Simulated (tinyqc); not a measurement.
Octagonal on-chip spiral inductor, lumped pi model: one step of the calculation.

Outer diameter do = di + 2 n wd + 2 (n - 1) sp, mean da = (do + di)/2, fill p = (do - di)/(do + di), length l = 3.314 n da. L = 2.25 mu0 n^2 da/(1 + 3.55 p), mu0 = 4 pi 1e-7 H/m. Rs = rho l/(wd delta (1 - exp(-th/delta))), delta = sqrt(rho/(pi f mu0)). Cs = n wd^2 eps0 eo/hu across the coil. At each end Cox = l wd eps0 eo/(2 ho) leads to the substrate branch Rsi = 2 rs he/(l wd) in parallel with Csi = l wd eps0 11.7/(2 he). With one end grounded Y = 1/(Rs + i w L) + i w Cs + 1/[1/(i w Cox) + 1/(1/Rsi + i w Csi)], w = 2 pi f; Q = -Im Y/Re Y. Eddy currents in neighbouring turns and in the substrate are left out.

Problem. Geometry and model elements. do, l, L, delta, Rs, Cs, Cox, Rsi and Csi as defined.

Values chosen for this exercise; values of the order met in silicon radio-frequency processes:
- n = 1.5 (number of turns)
- wd = 6 um (line width)
- sp = 3 um (space between turns)
- di = 60 um (inner diameter)
- th = 2 um (metal thickness)
- rho = 2.2 uohm cm (metal resistivity)
- ho = 4.8 um (oxide below the coil)
- hu = 1.3 um (oxide between coil and underpass)
- eo = 3.9 (relative permittivity of the oxide)
- rs = 10 ohm cm (substrate resistivity)
- he = 30 um (effective spreading depth in the substrate)
- f = 1 GHz (frequency)

Constants: eps0 = 8.8541878128e-12 F/m. Results are converted to the units shown.

Find: do; l; L; delta; Rs; Cs; Cox; Rsi; Csi.

Solution.

do = 81.00 um
l = 350.5 um
L = 0.2934 nH
delta = 2.361 um
Rs = 0.9527 ohm
Cs = 1.434 fF
Cox = 7.564 fF
Rsi = 2853 ohm
Csi = 3.631 fF

Numbers from tinyqc (`OMP_NUM_THREADS=1 python tinyqc.py 2302103 2302104 out.jsonl`; about 0.01 s on one thread of a shared Intel Xeon 2.30GHz).
